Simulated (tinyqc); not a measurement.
# Body thickness for a wanted scale length

Inverse problem. A double-gate structure has tan(pi ti/Lambda) tan(pi ts/(2 Lambda)) = ei/eps_r, both angles below pi/2. Find ts.

Inputs (values chosen for the exercise); permittivities: semiconductor close to that of silicon, insulator close to that of silicon nitride:
```
symbol,value,unit,meaning
eps_r,11.7,,relative permittivity of the semiconductor
ei,7.15,,relative permittivity of the insulator
ti,1.4,nm,insulator thickness
```

Lambda = 15.800017 nm

Answer. The condition is explicit in ts: an arctangent, taken between 0 and pi/2.

ts = 11.40 nm

Program tinyqc, `OMP_NUM_THREADS=1 python tinyqc.py 2420105 2420106 out.jsonl`; Intel Xeon 2.30GHz, shared host, one thread, about 0.01 s.
